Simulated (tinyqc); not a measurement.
Plain band against climbing image: nudged elastic band on a two-dimensional model surface. Computed by tinyqc, a small Python program. Command: `OMP_NUM_THREADS=1 python tinyqc.py 3025156 3025157 out.jsonl neb walk`. One thread of a shared host (Intel(R) Xeon(R) Processor @ 2.30GHz), about 0.1 s of CPU time with the checks.

V(x, y) = h u^2 + t x + (kappa/2)(y + c u)^2 with u = x^2/w^2 - 1; the path runs from the minimum near (-w, 0) to that near (w, 0).

Inputs (values chosen for the exercise, for a model surface): height h = 0.62 eV; half width w = 1.5 angstrom; transverse stiffness kappa = 2.6 eV/angstrom^2; curvature c = 0.26 angstrom; tilt t = 0.019 eV/angstrom; spring constant k_s = 1.1 eV/angstrom^2; step factor eta = 0.16 angstrom^2/eV.

Surface: curved double well. Climbing image: on.

Method:
- Newton steps x(new) = x - H^-1 grad V (moves limited to 0.3 angstrom) from (-w, 0), (w, 0) and (0, c) give the two minima and the saddle.
- Tangent at image i: towards the higher neighbour if the energies rise or fall through i; at a maximum or minimum, tau = t+ dmax + t- dmin if V(i+1) > V(i-1), else t+ dmin + t- dmax, with t+ = R(i+1) - R(i), t- = R(i) - R(i-1) and dmax, dmin the larger and smaller of |V(i+1) - V(i)| and |V(i-1) - V(i)|; then normalise. Force F = -grad V + (grad V.tau) tau + k_s (|t+| - |t-|) tau.
- With a climbing image, the highest image feels instead F = -grad V + 2 (grad V.tau) tau and no spring.
- Update R(new) = R + eta F; the end points stay fixed.
- Images are counted without the end points, and convergence is judged on the largest force on an image. Each run starts on the straight line with the same k_s and eta, for at most 1500 iterations; errors are against the Newton saddle; a dash marks a run that did not reach 1e-4 eV/angstrom.

positions (angstrom), rows start, end, saddle, columns x, y:
$$\begin{pmatrix}
-1.50855 & -0.00297 \\
1.49131 & 0.00301 \\
0.01724 & 0.25997
\end{pmatrix}$$

energies (eV): start -0.028581, end 0.028418, saddle 0.620164

barrier from the start = 0.648745 eV

Error of the highest image (meV) and iterations:
```
images  plain, error  plain, iterations  climbing, error  climbing, iterations
2           -120.750                 18                0                    46
3             -0.385                 20                0                    30
4            -42.272                 24                0                    52
5             -0.386                 31                0                    39
6            -20.252                 37                0                    71
8            -11.381                 51                0                    94
10            -7.034                 66                0                   120
```

The plain band underestimates the barrier by 0.39 to 120.75 meV, depending on how near an image falls to the saddle (worst for 2 images, best for 3). The climbing image is within about 0.001 meV in every converged run, so few images suffice for the barrier.

Extremes, crossings and ranges named in words are read from the listed rows.
